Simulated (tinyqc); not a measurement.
Deep level with several charge states, and Shockley-Read-Hall recombination: one step. Emission and generation in a depleted region. Three cases, with inputs chosen for the exercise.

Task: With n = p = 0 the level generates pairs at G = Nt en ep/(en + ep); generation lifetime tg = ni/G; current density e G W for a width W = 1 micrometre, e = 1.602176634e-19 C.

One level at Et with degeneracy 1: tn = 1/(sn vth Nt), tp = 1/(sp_ vth Nt), n1 = Nc exp((Et - Eg)/kT), p1 = Nv exp(-Et/kT), ni^2 = n1 p1. Equilibrium n0 = Nm, p0 = ni^2/Nm; n = n0 + dn, p = p0 + dn. U = (n p - ni^2)/(tp (n + n1) + tn (p + p1)), lifetime dn/U; emission rates en = sn vth n1, ep = sp_ vth p1.

Constants: kB = 8.617333262e-05 eV/K.

Case 1.

Values chosen (gap and densities of states near those of Si at this temperature; not measured data): Eg = 1.123 eV (gap); Nc = 3.51e+19 1/cm^3 (conduction-band density of states); Nv = 1.4e+19 1/cm^3 (valence-band density of states); T = 350 K; Et = 0.742 eV (recombination level above Ev); Nt = 3.1e+14 1/cm^3 (defects); sn = 5.9e-15 cm^2 (electron capture cross-section); sp_ = 2.4e-16 cm^2 (hole capture cross-section); vth = 13000000 cm/s (thermal velocity, both carriers).

Case 2.

Values chosen (gap and densities of states near those of SiC at this temperature; not measured data): Eg = 3.251 eV (gap); Nc = 1.8e+19 1/cm^3 (conduction-band density of states); Nv = 3.18e+19 1/cm^3 (valence-band density of states); T = 300 K; Et = 1.086 eV (recombination level above Ev); Nt = 1.2e+16 1/cm^3 (defects); sn = 1.4e-15 cm^2 (electron capture cross-section); sp_ = 1.3e-16 cm^2 (hole capture cross-section); vth = 13000000 cm/s (thermal velocity, both carriers).

Case 3.

Values chosen (gap and densities of states near those of Si at this temperature; not measured data): Eg = 1.117 eV (gap); Nc = 3.46e+19 1/cm^3 (conduction-band density of states); Nv = 1.46e+19 1/cm^3 (valence-band density of states); T = 350 K; Et = 0.508 eV (recombination level above Ev); Nt = 4.8e+13 1/cm^3 (defects); sn = 3.4e-15 cm^2 (electron capture cross-section); sp_ = 1.4e-16 cm^2 (hole capture cross-section); vth = 13000000 cm/s (thermal velocity, both carriers).

Give: en, ep; G; tg; current density.

Result:

Case 1.

en, ep (1/s): 8.79e+06  0.904

G = 2.80e+14 1/(cm^3 s)
tg = 650 microsecond
current density = 4.49e-09 A/cm^2

The slower step, hole emission, limits the rate: en/ep = 9.73e+06.

Case 2.

en, ep (1/s): 1.40e-25  3.06e-08

G = 1.68e-09 1/(cm^3 s)
tg = 7.04e+06 microsecond
current density = 2.68e-32 A/cm^2

The slower step, electron emission, limits the rate: en/ep = 4.56e-18.

Case 3.

en, ep (1/s): 2.60e+03  1.29e+03

G = 4.13e+16 1/(cm^3 s)
tg = 4.94 microsecond
current density = 6.62e-07 A/cm^2

The two emission rates are comparable (en/ep = 2.02), which is near the largest generation.

Computed by tinyqc, one run a case: `OMP_NUM_THREADS=1 python tinyqc.py N N+1 out.jsonl` with N = 1680555, 1680779, 1680809; one thread of a shared Intel(R) Xeon(R) Processor @ 2.30GHz, about 0.01 s a run at most.
